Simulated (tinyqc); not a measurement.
## Zener tunnelling in a reverse-biased junction, two-band WKB: effect of temperature

Abrupt p-n junction, depletion approximation. Energies E are counted from the conduction-band edge of the neutral n side; its Fermi level lies at dn, that of the p side at dn - V, and the valence-band edge of the neutral p side at Em = dn + dp - V. Tunnelling needs 0 < E < Em. Two-band dispersion with equal masses m: inside the gap kappa = sqrt(m u (1 - u/Eg)/C), u the distance from a band edge, C = hbar^2/(2 m0).

Nc and Nv are given at 300 K and scale as (T/300 K)^1.5; Eg, m and eps_r are held. Nd = Nc F12(dn/Vt), Na = Nv F12(dp/Vt), F12(x) = (2/sqrt(pi)) int_0^infinity sqrt(u)/(1 + exp(u - x)) du; dn = EF - Ec on the n side, dp = Ev - EF on the p side (negative outside the bands); Vbi = Eg + dn + dp. W = sqrt(2 eps0 eps_r (Vbi - V)(1/Na + 1/Nd)/q), mean field F = (Vbi - V)/W, peak field 2 F. In a uniform field F the exponent is S = pi sqrt(m/C) Eg^1.5/(4 F). Transverse energy Et = C kt^2/m raises it to S (1 + 4 Et/Eg), so T = exp(-S) exp(-Et/Eb) with Eb = Eg/(4 S). KJ = (2 q^2/h) m/(4 pi C) (times 1e14 for A/cm^2 per eV^2). J = KJ exp(-S) Eb times the integral from 0 to Em of [f(E - dn) - f(E - dn + V)] [1 - exp(-min(E, Em - E)/Eb)] dE, f(x) = 1/(1 + exp(x/Vt)), with S and Eb from the mean field; J > 0 flows from p to n.

Parameters, values chosen for the exercise; band and dielectric values close to those of indium phosphide:
- Eg = 1.36 eV (band gap)
- eps_r = 12.5 (relative permittivity)
- Nc = 5.69e17 cm^-3 (conduction-band density of states at 300 K)
- Nv = 1.09e19 cm^-3 (valence-band density of states at 300 K)
- m = 0.086 m0 (band-edge mass of the two-band model)
- Na = 3.8e19 cm^-3 (acceptor density)
- Nd = 7e18 cm^-3 (donor density)
- V = -0.78 V (bias of the p side)

Constants: q = 1.602176634e-19 C, kB = 1.380649e-23 J/K, hbar = 1.054571817e-34 J s, h = 6.62607015e-34 J s, m0 = 9.1093837015e-31 kg, Vt = kB T/q, eps0 = 8.8541878128e-14 F/cm where lengths are in cm, hbar^2/(2 m0) = 0.0380998212 eV nm^2. Results are converted to the units shown.

Results:
```
T (K),Vbi (V),mean field (MV/cm),S,J (A/cm^2)
50,1.598,1.009,18.55,-0.1741
100,1.597,1.009,18.56,-0.1734
200,1.593,1.008,18.57,-0.1703
300,1.586,1.006,18.60,-0.1645
400,1.575,1.004,18.64,-0.1560
```

Estimate the missing row, T = 150 K.

Computed row:
```
T (K),Vbi (V),mean field (MV/cm),S,J (A/cm^2)
150,1.596,1.008,18.56,-0.1722
```

With this row back in the table: Vbi falls from 1.60 to 1.58 V, S stays near 18.6, and |J| falls from 0.174 to 0.156 A/cm^2, a spread of a factor 1.12. That is small against a thermally activated current. The shrinking of the gap with temperature, left out here, would raise J.

Range of the model: Parabolic densities of states, no band tails and no gap narrowing, all of which matter at such doping.

Program tinyqc, `OMP_NUM_THREADS=1 python tinyqc.py 2620153 2620154 out.jsonl`; Intel Xeon 2.30GHz, shared host, one thread, about 0.02 s.
